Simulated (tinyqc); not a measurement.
# Activation energy from two powers

Problem. P(T) = Pd + Pl (T/300 K)^2 exp[(q Ea/kB)(1/(300 K) - 1/T)]. Find Ea and Pl.

Parameters, values chosen for the exercise: temperature-independent switching power Pd = 27 W.

Constants: q = 1.602176634e-19 C, kB = 1.380649e-23 J/K. Results are converted to the units shown.

P at T = 340 and 380 K (W): 32.2626227  49.3004979

Solution. Subtract Pd; the ratio of the leakage powers, divided by the T^2 factors, is an Arrhenius factor.

Ea = 0.340 eV
Pl = 0.872 W

tinyqc, about 0.01 s, one thread, Intel Xeon 2.30GHz (shared host): `OMP_NUM_THREADS=1 python tinyqc.py 2520127 2520128 out.jsonl`
